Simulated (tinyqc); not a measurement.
Bond unit of a tetrahedral oxide and its oxygen vacancy in tight binding, step by step. Values are carried at full precision from step to step, so a last printed digit may differ when a step is redone from the rounded ones.

Two sp3 hybrids h1, h2 at eh = (es + 3 ep)/4 point at one oxygen with orbitals s, px, py, pz; x joins the two cations, z bisects the angle phi, and th = (180 - phi)/2. With u = hbar^2/(m d^2) = 2c/d^2, c = hbar^2/2m0: Vhs = -(1.32 + sqrt3 x 1.42) u/2 and Vhp = (1.42 + sqrt3 x 2.22) u/2. <h|s> = Vhs for both; <h1|px> = Vhp cos(th), <h2|px> = -Vhp cos(th); <h|pz> = Vhp sin(th) for both; py is a lone pair. The unit holds 8 electrons. Coupling between units, which widens the levels into bands, is left out.

Constants: hbar^2/2m0 = 3.80998211 eV angstrom^2.

Values chosen for the exercise (near tabulated values for SiO2; the results hold for these values, not for the real material):
```
symbol  value   unit      meaning
es      -14.82  eV        s level of the cation
ep      -7.65   eV        p level of the cation
eos     -34.48  eV        s level of oxygen
eop     -16.5   eV        p level of oxygen
d       1.6     angstrom  cation-oxygen distance
phi     143     degrees   bond angle at oxygen
R       2.62    angstrom  cation-cation distance across the vacancy
```

## Level and couplings

Form eh, u, Vhs, Vhp and th.

eh (hybrid level) = -9.4425 eV
u = 2.9765 eV

Vhs, Vhp (eV): [-5.6250, 7.8360]

th = 18.5 degrees

## The matrix

Fill it in.

H (eV), rows h1, h2, s, px, py, pz and columns alike:
$$\begin{pmatrix}
-9.4425 & 0 & -5.6250 & 7.4311 & 0 & 2.4864 \\
0 & -9.4425 & -5.6250 & -7.4311 & 0 & 2.4864 \\
-5.6250 & -5.6250 & -34.4800 & 0 & 0 & 0 \\
7.4311 & -7.4311 & 0 & -16.5000 & 0 & 0 \\
0 & 0 & 0 & 0 & -16.5000 & 0 \\
2.4864 & 2.4864 & 0 & 0 & 0 & -16.5000
\end{pmatrix}$$

## Levels, weights and charge

Diagonalise; the four lowest levels are filled. The excess of electrons on oxygen is twice the oxygen weight of the filled levels less 6.

levels (eV): [-36.8419, -24.0570, -17.5444, -16.5000, -6.0361, -1.8855]

weights, rows h1, h2, s, px, py, pz; columns level 1, level 2, level 3, level 4, level 5, level 6:
$$\begin{pmatrix}
0.040 & 0.170 & 0.040 & 0.000 & 0.420 & 0.330 \\
0.040 & 0.170 & 0.040 & 0.000 & 0.420 & 0.330 \\
0.917 & 0.000 & 0.018 & 0.000 & 0.066 & 0.000 \\
0.000 & 0.659 & 0.000 & 0.000 & 0.000 & 0.341 \\
0.000 & 0.000 & 0.000 & 1.000 & 0.000 & 0.000 \\
0.002 & 0.000 & 0.903 & 0.000 & 0.095 & 0.000
\end{pmatrix}$$

highest filled to lowest empty = 10.4639 eV
excess electrons on oxygen = 0.997

The highest filled level is the py orbital of oxygen (100 %) and the lowest empty one is 84 % cation hybrid, even under exchange of the two cations. The spacing is that of an isolated unit and exceeds the gap of the solid.

## The odd block in closed form

The combination (h1 - h2)/sqrt2 couples to px alone, with W2 = sqrt2 Vhp cos(th); W3 = (eh - eop)/2; levels (eh + eop)/2 -/+ sqrt(W2^2 + W3^2); polarity W3/sqrt(W2^2 + W3^2).

W2, W3 (eV): [10.5091, 3.5288]

levels of the odd block (eV): [-24.0570, -1.8855]

polarity = 0.3183

## The neutral oxygen vacancy

Without the oxygen the two hybrids face each other at distance R and couple by -V2, V2 = 3.22 x 2c/R^2, c = hbar^2/2m0: a bond at eh - V2 with two electrons and an antibond at eh + V2. Levels are measured from eop, the lone-pair level that stands for the top of the valence band.

Form V2 and the two levels above eop. R is a chosen distance; in real silica the neutral vacancy relaxes to about 2.5 angstrom.

V2 = 3.5744 eV

levels above eop (eV): bond 3.4831, lone hybrid 7.0575, antibond 10.6319

bond-antibond splitting = 7.1489 eV

The filled bond lies 3.48 eV above the lone pairs, so it can trap a hole; the antibond lies above the lowest empty level of the intact unit (10.46 eV). A lone hybrid, as in a dangling bond, sits at 7.06 eV.

## Checks

- Levels of the odd block against the full matrix: they agree to 1e-10 or better.

tinyqc: `OMP_NUM_THREADS=1 python tinyqc.py 1480305 1480306 out.jsonl`; about 0.01 s, one thread, shared Intel(R) Xeon(R) Processor @ 2.30GHz.
